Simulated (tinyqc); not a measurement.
Inside a calculation: smearing for a one-band metal on the fcc lattice. Values are carried at full precision from step to step, so a last printed digit may differ when a step is redone from the rounded ones.

Lattice vectors (units of a): a1 = (0, 1/2, 1/2), a2 = (1/2, 0, 1/2), a3 = (1/2, 1/2, 0). E(k) = -t A_1(k) - t2 A_2(k), A_m the sum of cos(k . R) over the 12 nearest and 6 second lattice vectors. Mesh k = sum (j_i/N) b_i, j_i = 0 .. N-1.

Parameters, chosen for this exercise:

| symbol | value | unit | meaning |
|---|---|---|---|
| t | 1.17 | eV | nearest hopping |
| t2 | -0.03 | eV | second hopping |
| N | 6 |  | unshifted mesh |
| ne | 0.82 |  | electrons per cell |
| sigma | 0.117 | eV | width |

## Levels on the mesh

Evaluate the band and collect equal energies with their counts.

Distinct levels:

| E_k (eV) | points |
|---|---|
| -13.8600 | 1 |
| -10.4400 | 8 |
| -9.2700 | 6 |
| -5.8500 | 12 |
| -3.6000 | 8 |
| -3.5100 | 24 |
| -0.1800 | 4 |
| -0.0900 | 24 |
| 0.0900 | 6 |
| 1.0800 | 24 |
| 1.1700 | 24 |
| 3.5100 | 36 |
| 3.6000 | 24 |
| 4.7700 | 12 |
| 4.8600 | 3 |

15 distinct levels; the mean spacing is 1.337 eV.

## Fermi level with Methfessel-Paxton (first order) smearing

With x = (E_k - mu)/sigma: Methfessel-Paxton (first order) f = erfc(x)/2 - x exp(-x^2)/(2 sqrt(pi)), s = (1 - 2 x^2) exp(-x^2)/(4 sqrt(pi)). With weights w = points/N^d (d the dimension), mu solves 2 sum w f = ne; E = 2 sum w f E_k, S = 2 sum w s, F = E - sigma S.

Weights w = points/total. Bisection from the lowest and highest level; ten steps are shown.

Bisection:

| step | low (eV) | high (eV) | mu (eV) | electrons |
|---|---|---|---|---|
| 1 | -13.8600 | 4.8600 | -4.5000 | 0.2500 |
| 2 | -4.5000 | 4.8600 | 0.1800 | 0.8607 |
| 3 | -4.5000 | 0.1800 | -2.1600 | 0.5463 |
| 4 | -2.1600 | 0.1800 | -0.9900 | 0.5463 |
| 5 | -0.9900 | 0.1800 | -0.4050 | 0.5458 |
| 6 | -0.4050 | 0.1800 | -0.1125 | 0.6547 |
| 7 | -0.1125 | 0.1800 | 0.0338 | 0.8206 |
| 8 | -0.1125 | 0.0338 | -0.0394 | 0.7675 |
| 9 | -0.0394 | 0.0338 | -0.0028 | 0.8016 |
| 10 | -0.0028 | 0.0338 | 0.0155 | 0.8124 |

## Occupations and energies

Converge mu, then list x, f and s of each level and form the sums.

mu = 0.0323 eV

x, f and s of each level:

| E_k (eV) | x | f | s |
|---|---|---|---|
| -13.8600 | -118.74 | 1.0000 | 0.0000 |
| -10.4400 | -89.51 | 1.0000 | 0.0000 |
| -9.2700 | -79.51 | 1.0000 | 0.0000 |
| -5.8500 | -50.28 | 1.0000 | 0.0000 |
| -3.6000 | -31.05 | 1.0000 | 0.0000 |
| -3.5100 | -30.28 | 1.0000 | 0.0000 |
| -0.1800 | -1.81 | 1.0139 | -0.0293 |
| -0.0900 | -1.05 | 1.0292 | -0.0561 |
| 0.0900 | 0.49 | 0.1338 | 0.0569 |
| 1.0800 | 8.95 | 0.0000 | 0.0000 |
| 1.1700 | 9.72 | 0.0000 | 0.0000 |
| 3.5100 | 29.72 | 0.0000 | 0.0000 |
| 3.6000 | 30.49 | 0.0000 | 0.0000 |
| 4.7700 | 40.49 | 0.0000 | 0.0000 |
| 4.8600 | 41.26 | 0.0000 | 0.0000 |

E = -3.1400 eV
S = -0.0104
F = -3.1388 eV
(E + F)/2 = -3.1394 eV

Levels with f between 0.001 and 0.999: 1. f leaves the range 0 to 1: it runs from 0.0000 to 1.0292. For this scheme F itself has no term in sigma^2, so F is the estimate of the energy at zero width. That argument needs a smooth density of states, and the number of distinct levels within 2 sigma of mu is only 3, so it may fail on this mesh.

## Checks

- The slope dF/d sigma by finite differences against -S: both 0.010387.
- The slope dF/d ne by finite differences against mu (eV): both 0.032330.

Run: tinyqc, `OMP_NUM_THREADS=1 python tinyqc.py 1651389 1651390 out.jsonl`; Intel(R) Xeon(R) Processor @ 2.30GHz, one thread, shared host; about 0.3 s of CPU time with all checks.
